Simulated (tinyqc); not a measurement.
From results back to parameters: special k points of the hexagonal lattice.

Problem. E(k) = -sqrt(D^2 + (e0 - t A_1(k))^2) with A_1 = 6 at Gamma and A_1 = -2 at b1/2; t > 0 and D > 0 are hidden.

Values chosen for the exercise: e0 = 1.51 eV (offset).
E at Gamma = -3.962436 eV
E at b1/2 = -3.662799 eV

Find: t; D.

Solution. The difference of the squares is 32 t^2 - 16 e0 t; it is positive, so the quadratic has one positive root t; D^2 follows from either energy.

t = 0.840 eV
D = 1.800 eV

(tinyqc, `OMP_NUM_THREADS=1 python tinyqc.py 1681862 1681863 out.jsonl`, Intel(R) Xeon(R) Processor @ 2.30GHz, 1 thread, shared host, about 0.1 s.)
